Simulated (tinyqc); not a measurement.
# Changing the width w (mask opening along <110>, or membrane width in the design step)

Model: anisotropic wet etching of Si(100): plane rates, V-grooves, membranes and undercut. Computed by tinyqc, a small Python program. Command: `OMP_NUM_THREADS=1 python tinyqc.py 3026171 3026172 out.jsonl wetetch sweep`. One thread of a shared host (Intel(R) Xeon(R) Processor @ 2.30GHz), about 0.01 s of CPU time with the checks.

A long slot opens the mask on a (100) wafer. The floor etches at R100; (111) walls stand at theta = arctan(sqrt2) = 54.7356 degrees to the surface and recede at R111 along their normal.

Inputs (values chosen for the exercise, close to those used for potassium hydroxide solutions): prefactor k0 of the (100) rate = 3.4e+08 um/min; activation energy of (100), E = 0.593 eV; ratio (100)/(111) at 80 C = 79; extra energy of (111), dE = 0.12 eV; ratio (100)/oxide at 80 C = 210; extra energy of the oxide, dE_ox = 0.3 eV; bath temperature T = 60 C; misalignment of the mask = 2 degrees; etch time t = 64 min.

Constants: k_B = 8.617333262e-05 eV/K.

Method:
- R100 = k0 exp(-E/(k_B T)); a ratio given at 80 C scales as exp[(extra energy/k_B)(1/T - 1/353.15 K)]; R111 and R_ox follow by division.
- Temperatures in kelvin are T(C) + 273.15.
- A misaligned edge exposes ledges and adds R100 sin(misalignment) to the lateral rate (a simple estimate): u = R111/sin(theta) + R100 sin(misalignment). Top width W = w + 2 u t; floor width b = W - 2 z/tan(theta) = W - sqrt2 z. The floor lasts until b = 0, at t_V = w/(sqrt2 R100 - 2u); depth z = R100 t before t_V and W/sqrt2 after.

One run for each value; columns: (1) width w (mask opening along <110>, or membrane width in the design step) (um); (2) depth z (um); (3) floor width b (um); (4) time t_V to close the V (min):
```
(1)      (2)     (3)         (4)
1      2.259    0.00  2.0829e+00
2.2    3.107    0.00  4.5823e+00
4.6    4.804    0.00  9.5813e+00
10     8.623    0.00  2.0829e+01
22    17.108    0.00  4.5823e+01
46    23.279   15.27  9.5813e+01
100   23.279   69.27  2.0829e+02
220   23.279  189.27  4.5823e+02
460   23.279  429.27  9.5813e+02
1000  23.279  969.27  2.0829e+03
```

Over the rows, depth z (um) rises from 2.26 to 23.3, flat over part of the range; floor width b (um) rises from 0 to 969, flat over part of the range; time t_V to close the V (min) rises from 2.08 to 2080 (exponent d ln y / d ln x about 1.0 throughout). At the high end the exponent of depth z is 0.00, close to 0: the floor is still open. The exponent of time t_V to close the V stays at 1: the floor shrinks at a constant rate. Narrow openings close to V-grooves that deepen only by undercut, wide ones share the depth R100 t, so one etch gives many depths.
